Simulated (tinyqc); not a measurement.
MOSFET in the linear regime without short-channel effects, parameter extraction from computed curves: one step of the calculation.

Inversion charge Q = Cox n Vt W0(exp((Vg - VT)/(n Vt))), W0 the Lambert function and n = nf; u = Q/Cox; mobility mu = mu0/(1 + th1 u + th2 u^2); channel resistance Rch = (L - dL)/(W mu Q); Id = Vd/(Rch + Rsd/W). Cox = eps0 eox/tox. Small Vd, no channel-length or drain effects.

Task. Transfer curve. u, mu, Rch and Id as defined.

Inputs (values chosen for the exercise); channel values of the order met in silicon transistors:

| symbol | value | unit | meaning |
|---|---|---|---|
| T | 300 | K | temperature |
| eox | 3.9 |  | relative permittivity of the gate insulator (close to silicon dioxide) |
| tox | 4.1 | nm | insulator thickness |
| mu0 | 160 | cm^2/(V s) | low-field mobility |
| th1 | 0.57 | 1/V | first mobility attenuation factor |
| th2 | 0.1 | 1/V^2 | second mobility attenuation factor |
| VT | 0.46 | V | threshold voltage |
| nf | 1.47 |  | body factor |
| W | 1 | um | gate width |
| L | 1.1 | um | drawn gate length |
| dL | 0.013 | um | drawn less effective length |
| Rsd | 190 | ohm um | source plus drain resistance |
| Vd | 0.01 | V | drain voltage |

Constants: q = 1.602176634e-19 C, kB = 1.380649e-23 J/K, Vt = kB T/q, eps0 = 8.8541878128e-14 F/cm where lengths are in cm. Results are converted to the units shown.

| point | Vg (V) |
|---|---|
| 0 | 0.3 |
| 1 | 0.38 |
| 2 | 0.46 |
| 3 | 0.54 |
| 4 | 0.62 |
| 5 | 0.7 |
| 6 | 0.78 |
| 7 | 0.86 |
| 8 | 0.94 |

Give: u; mu; Rch; Id.

Result.

| point | u (V) | mu (cm^2/(V s)) | Rch (ohm) | Id (uA) |
|---|---|---|---|---|
| 0 | 5.5586e-4 | 159.95 | 1.4516e7 | 6.8888e-4 |
| 1 | 0.0041508 | 159.62 | 1.9479e6 | 0.0051331 |
| 2 | 0.021553 | 158.05 | 3.7888e5 | 0.026381 |
| 3 | 0.061627 | 154.51 | 1.3554e5 | 0.073677 |
| 4 | 0.11720 | 149.79 | 73518 | 0.13567 |
| 5 | 0.18074 | 144.63 | 49374 | 0.20176 |
| 6 | 0.24862 | 139.39 | 37243 | 0.26714 |
| 7 | 0.31913 | 134.22 | 30131 | 0.32980 |
| 8 | 0.39138 | 129.20 | 25524 | 0.38890 |

tinyqc, about 0.01 s, one thread, Intel Xeon 2.30GHz (shared host): `OMP_NUM_THREADS=1 python tinyqc.py 2210137 2210138 out.jsonl`
